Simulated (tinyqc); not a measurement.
# Modulation-doped quantum well, Poisson-Schroedinger loop: two studies

A well of width L centred at z = 0 between barriers Vb; effective-mass electrons in two equivalent valleys, parabolic bands. The electrons come from donor sheets outside the mesh, a share fL of Ns on the left and the rest on the right, so the structure is neutral. Energies are counted from the band edge of the well, with U = 0 on the first node in the Hartree part.

Inputs (values chosen for the exercise); material values those of a made-up well:
```
symbol,value,unit,meaning
T,77,K,temperature
mw,1.1,m0,mass along z in the well
mb,1.1,m0,mass along z in the barriers
md,0.182,m0,in-plane mass
Vb,0.188,eV,barrier height
eps_r,12.7,,relative permittivity (all layers)
L,4,nm,well width
Ns,7.7e11,cm^-2,sheet density of electrons
fL,0.5,,share of the donors on the left side
Fz,0,kV/cm,applied field along z
```

Constants: q = 1.602176634e-19 C, kB = 1.380649e-23 J/K, hbar = 1.054571817e-34 J s, m0 = 9.1093837015e-31 kg, Vt = kB T/q, eps0 = 8.8541878128e-14 F/cm where lengths are in cm, hbar^2/(2 m0) = 0.0380998212 eV nm^2. Results are converted to the units shown.

Each table varies one quantity; the others keep the values above.

## Effect of the well width

Schroedinger equation -C d/dz (1/m) dpsi/dz + (V0 + U) psi = E psi, C = hbar^2/(2 m0), on a fine mesh (400 intervals across the well) with hard walls 1.75 nm outside the well edges (to within half a fine step); the lowest 3 levels are kept. V0 = 0 in the well and Vb outside, plus q Fz z (1 kV/cm = 1e-4 eV/nm). N_k = D Vt ln(1 + exp((EF - E_k)/Vt)), D = 2 md m0 q/(pi hbar^2), sum N_k = Ns; n = sum N_k |psi_k|^2. dU/dz = q (fL Ns - integral of n from the left)/(eps0 eps_r). The loop is converged to 1e-9 eV; shares under 0.001 % are printed as 0.

The same in every row: centroid (nm) = 0.

Results:
```
L (nm)  E2 - E1 (meV)  EF - E1 (meV)  share of E2 (%)  charge in the barriers (%)  range of U in the well (meV)
2                 106          0.899                0                        7.25                          3.06
2.5              81.7          0.899                0                        4.49                          4.03
4                40.6          0.868            0.330                        1.57                          6.87
5.1              26.4          0.644             2.66                       0.978                          8.83
6.4              17.0        -0.0567             9.65                       0.714                          10.8
8                10.5          -1.30             20.5                       0.575                          12.9
```

Estimate the missing row, L = 3.2 nm.

Computed row:
```
L (nm)  E2 - E1 (meV)  EF - E1 (meV)  share of E2 (%)  charge in the barriers (%)  range of U in the well (meV)
3.2              57.8          0.897           0.0246                        2.59                          5.37
```

With this row back in the table: As L goes from 2 to 8, E2 - E1 falls from 106 to 10.5 meV, EF - E1 falls from 0.899 to -1.30 meV and the share of E2 rises from 0 to 20.5 %. EF stays below E2 throughout. The spacing goes as L^(-1.67) over the table; an empty well with infinite walls would give -2.

## Effect of the sheet density of electrons

Same model as above.

The same in every row: centroid (nm) = 0.

Effect of the sheet density of electrons:
```
Ns (cm^-2)  E2 - E1 (meV)  EF - E1 (meV)  share of E2 (%)  charge in the barriers (%)  range of U in the well (meV)
5e10                 42.2          -19.8            0.176                        1.41                         0.452
9.4e10               42.1          -15.4            0.183                        1.42                         0.849
1.7e11               42.0          -11.3            0.195                        1.44                          1.53
3.3e11               41.6          -6.32            0.224                        1.47                          2.97
6.1e11               40.9          -1.26            0.286                        1.54                          5.46
1.1e12               39.8           4.47            0.445                        1.66                          9.76
2.1e12               37.6           12.7             1.12                        1.95                          18.3
4e12                 33.8           24.7             5.67                        2.79                          33.0
```

As Ns goes from 5e10 to 4e12, E2 - E1 falls from 42.2 to 33.8 meV, EF - E1 rises from -19.8 to 24.7 meV and the share of E2 rises from 0.176 to 5.67 %. EF stays below E2 throughout. The band bending across the well rises from 0.452 to 33.0 meV, as Ns^(0.98). With donors on both sides alike the electrons raise a hump in the middle, which pushes E1 towards E2.

Numbers from tinyqc (`OMP_NUM_THREADS=1 python tinyqc.py 2140017 2140018 out.jsonl`; about 0.1 s on one thread of a shared Intel Xeon 2.30GHz).
